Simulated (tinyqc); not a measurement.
Worked calculation: Tersoff bond-order potential. Computed by tinyqc, a small Python program that keeps every step. Command: `OMP_NUM_THREADS=1 python tinyqc.py 3004928 3004929 out.jsonl tersoff walk`. One thread of a shared host (Intel(R) Xeon(R) Processor @ 2.30GHz), about 0.01 s of CPU time with the checks. Intermediate numbers are printed to about 6 digits and carried at full precision; extremes and crossings named in words are read from the listed rows.

E = (1/2) sum_(i, j != i) [A exp(-lambda r_ij) - b_ij B exp(-mu r_ij)], b_ij = (1 + (beta zeta_ij)^n)^(-1/(2n)), zeta_ij = sum_(k != i, j) g(theta_ijk), g = 1 + c^2/d^2 - c^2/(d^2 + (h - cos theta)^2), with theta at atom i. Only nearest neighbours count (cut-off function 1 for them, 0 beyond).

Inputs (values chosen for the exercise, modelled on germanium):
```
quantity                  value        unit
A                        1798.3          eV
B                        424.04          eV
lambda                   2.4451  1/angstrom
mu                       1.7047  1/angstrom
beta                   9.13e-07           -
n                        0.7527           -
c                        107300           -
d                         15.43           -
h                       -0.4296           -
bond length r_12           2.52    angstrom
bond length r_13            2.3    angstrom
angle theta at atom 1       157     degrees
```

Constants: 1 eV/angstrom^3 = 160.2176634 GPa.

## An open trimer

Atom 1 binds atoms 2 and 3, which do not interact. b_12 = b_13 follow from zeta = g(theta); b_21 = b_31 = 1. E = sum over the two bonds of A exp(-lambda r) - (b + 1)/2 B exp(-mu r).

g(theta) = 48899.0

bond order b_12 = 0.940746

repulsive terms (eV): 3.79220  6.49392

attractive terms B exp(-mu r) (eV): 5.77757  8.40661

energy of the trimer = -3.47783 eV

g is least (g = 1) at cos theta = h, 115.4 degrees, wider than the tetrahedral 109.47.

## The diamond lattice

zeta = 3 g(cos theta = -1/3). With z equal bonds of order b, r = ln(lambda A/(mu b B))/(lambda - mu) and E per atom = -(z/2) b B exp(-mu r)(1 - mu/lambda). a0 = 4 r/sqrt3; B0 = phi''(r)/(3 a0) with phi'' = mu (lambda - mu) b B exp(-mu r), since b does not change under uniform scaling.

zeta = 5649.66

bond order b = 0.987591

bond length = 2.45537 angstrom

energy per atom of the diamond lattice = -3.85810 eV

lattice constant a0 = 5.67042 angstrom

bulk modulus B0 = 75.7289 GPa

## Elastic constants of the diamond lattice

Second derivatives of the energy per atom, volume V = a0^3/8: e_xx gives C11; e_xx = -e_yy gives 2 (C11 - C12); e_xy = e_yx = s/2 with a sublattice shift u_z gives C44 = (E_ss - E_su^2/E_uu)/V and Kleinman's parameter |E_su/E_uu|/(a0/4).

C11 = 146.782 GPa

C12 = 40.2022 GPa

C44 = 71.5917 GPa

Kleinman's parameter = 0.460556

## Unrelaxed vacancy

Each of the four neighbours loses one bond; its three other bonds now have zeta = 2 g, for the direction that starts at it. E_v = -E + 12 x (1/2)(b(3g) - b(2g)) B exp(-mu r), where -E is the pair-like cost.

b(2g) = 0.990817

unrelaxed vacancy energy E_v = 3.73323 eV

Stronger back bonds return 0.125 eV, so E_v is 97 % of the cohesive energy.

## Energy against coordination

Angles seen from one bond (cos theta: count): chain -1: 1; graphitic -1/2: 2; diamond -1/3: 3; square net 0: 2, -1: 1; simple cubic 0: 4, -1: 1; bcc 1/3: 3, -1/3: 3, -1: 1; fcc 1/2: 4, 0: 2, -1/2: 4, -1: 1.

Relaxed structures:
```
structure      z         zeta        b  r (angstrom)  E per atom (eV)  E per bond (eV)
dimer          1            0  1.00000       2.43850         -1.00513         -2.01026
chain          2  6.59946e+04  0.92710       2.54073         -1.56564         -1.56564
graphitic      3  2.01527e+03  0.99424       2.44630         -2.95841         -1.97227
diamond        4  5.64966e+03  0.98759       2.45537         -3.85810         -1.92905
square net     4  1.40910e+05  0.87932       2.61221         -2.62921         -1.31460
simple cubic   6  2.15825e+05  0.84245       2.67006         -3.42362         -1.14121
bcc            8  4.25457e+05  0.76702       2.79675         -3.34884         -0.83721
fcc           12  8.44487e+05  0.67126       2.97687         -3.23383         -0.53897
```

The lowest are diamond, simple cubic and bcc, the first two 0.434 eV apart. The bond order falls from 1 to 0.671 and the bond weakens from -2.01 to -0.54 eV, as b^(lambda/(lambda - mu)) with exponent 3.30. With the same z = 4 the square net lies 1.23 eV above diamond, from its angles alone. Caution: in bcc and other dense structures second neighbours can fall inside the usual cut-off; they are left out here.

Checks made by the program: (C11 + 2 C12)/3 against B0 (relative difference 3e-08).
